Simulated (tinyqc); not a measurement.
From results to parameters: diatomic chain. Computed by the program tinyqc.

Problem. A chain of two alternating masses has one spring constant k; at the zone edge omega^2 = 2k/M and 2k/m, and wavenumber = 521.4708 sqrt(omega^2) with omega^2 in eV/(angstrom^2 u). Find k, the heavier mass and the optical wavenumber at q = 0.

wavenumbers at the zone edge (cm^-1): 253.681795  710.752938
lighter mass = 25.300000 u

Solution. The upper value gives k = m omega^2/2, the ratio of the squares gives M/m, and at q = 0 omega^2 = 2k (1/m + 1/M), the sum of the two.

k = 23.500 eV/angstrom^2
heavier mass = 198.6000 u
optical wavenumber at q = 0 = 754.6683 cm^-1
